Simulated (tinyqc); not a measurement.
Transfer length from front and end resistance.

Inverse problem. A contact of length d and width W has Rc = (Rsh Lt/W) coth(d/Lt) and Re = (Rsh Lt/W)/sinh(d/Lt), with Rsh the sheet resistance under the metal and Lt = sqrt(rc/Rsh). Find Lt, Rsh and rc.

Parameters, values chosen for the exercise:

| symbol | value | unit | meaning |
|---|---|---|---|
| d | 0.24 | um | contact length |
| W | 4 | um | contact width |

Rc = 109.65357 ohm
Re = 38.876805 ohm

Solution. Rc/Re = cosh(d/Lt) gives Lt, and Re then gives Rsh.

Lt = 0.141 um
Rsh = 2.90e3 ohm/sq
rc = 5.80e-7 ohm cm^2

tinyqc, about 0.01 s, one thread, Intel Xeon 2.30GHz (shared host): `OMP_NUM_THREADS=1 python tinyqc.py 2760106 2760107 out.jsonl`
